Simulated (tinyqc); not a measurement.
Worked calculation: interband optics of a two-band s-p chain from momentum matrix elements. Values are carried at full precision from step to step, so a last printed digit may differ when a step is redone from the rounded ones.

H(k) = [[Es - 2 ts cos ka, 2i V sin ka], [-2i V sin ka, Ep_ + 2 tp cos ka]] in the basis s, p; the lower band is full, with two electrons a cell. The velocity operator times hbar is W = dH/dk (eV angstrom); intra-atomic dipoles are left out.

Constants: hbar^2/2m0 = 3.80998211 eV angstrom^2; e^2/(4 pi eps0) = 14.39964547 eV angstrom.

Inputs chosen for the exercise: a = 4.45 angstrom (period); Es = 3.31 eV (upper orbital (s)); Ep_ = -2.03 eV (lower orbital (p)); ts = 0.53 eV (s-s hopping); tp = 0.29 eV (p-p hopping); V = 0.55 eV (s-p hopping); k = 0.31 2 pi/a (wave vector); N = 8 (k points); Ar = 11.8 angstrom^2 (cross-section per chain); eta = 0.1 eV (Lorentzian half width); E = 6.87 eV (photon energy).

## Hamiltonian and velocity at one k

Form H and W = dH/dk.

H (eV):
```
,s,p
s,3.7002,1.0228i
p,-1.0228i,-2.2435
```

W (eV angstrom):
```
,s,p
s,4.3858,-1.8020i
p,1.8020i,-2.3998
```

## Matrix element between the bands

Diagonalise H, transform W, and form w = |W_cv|^2, the Kane-type energy w/c and the oscillator strength f = w/(c D), c = hbar^2/2m0, D = Ec - Ev.

Ev, Ec (eV): -2.4146  3.8713

weights:
```
,v,c
s,0.0272,0.9728
p,0.9728,0.0272
```

slopes dEv/dk, dEc/dk (eV angstrom): -1.629  3.615

w = 7.885 eV^2 angstrom^2
w/c = 2.069 eV
f = 0.329

## Transitions on the mesh

At each k_j = (j + 1/2)/N (2 pi/a) up to the zone edge give D = Ec - Ev, w = |<c|W|v>|^2 and f = w/(c D), c = hbar^2/2m0; the other half of the zone repeats the values.

Transitions:
```
k (2 pi/a),D (eV),w (eV^2 angstrom^2),f
0.0625,3.9164,16.945,1.136
0.1875,5.1320,0.148,0.008
0.3125,6.3042,8.180,0.341
0.4375,6.9067,21.705,0.825
```

D runs from 3.916 to 6.907 eV on the mesh; f is largest at k = 0.0625.

## Dielectric function from the table

With w(k) = |<c|W|v>|^2 and D(k) = Ec - Ev, on the mesh k_j = (j + 1/2)/N (2 pi/a): eps(E) = 1 + (8 pi e2/(a Ar)) mean_j (w/D^2) [1/(D - E - i eta) + 1/(D + E + i eta)], e2 = e^2/(4 pi eps0); light polarised along the chains, no local fields.

Take the mean over the rows. Also eps(0) at eta = 0, and the effective electrons per cell n_eff = 2 mean(f).

eps(E) = 2.538+7.038i
eps(0) = 2.315
n_eff = 1.154

On a mesh of 2000 points the values are 0.862+5.185i, 2.341 and 1.160. n_eff need not equal the 2 electrons of the cell: a two-orbital basis with chosen hoppings does not obey the sum rule of free electrons. E lies within, or within 2 eta of, the range of transitions of the band (3.70 to 6.98 eV); their spacing on this mesh (up to 1.22 eV) exceeds eta, so eps(E) depends on where the few mesh points fall.

## Checks

- Curvature of the lower band against <v|d2H/dk2|v> - 2 w/D (eV angstrom^2): both 7.985.
- Zone mean of 2 w/D against the zone mean of <v|d2H/dk2|v>, the f-sum rule of a full band (eV angstrom^2): both 4.4178.

Program tinyqc; command `OMP_NUM_THREADS=1 python tinyqc.py 1680705 1680706 out.jsonl`; about 0.01 s on one thread of a shared Intel(R) Xeon(R) Processor @ 2.30GHz.
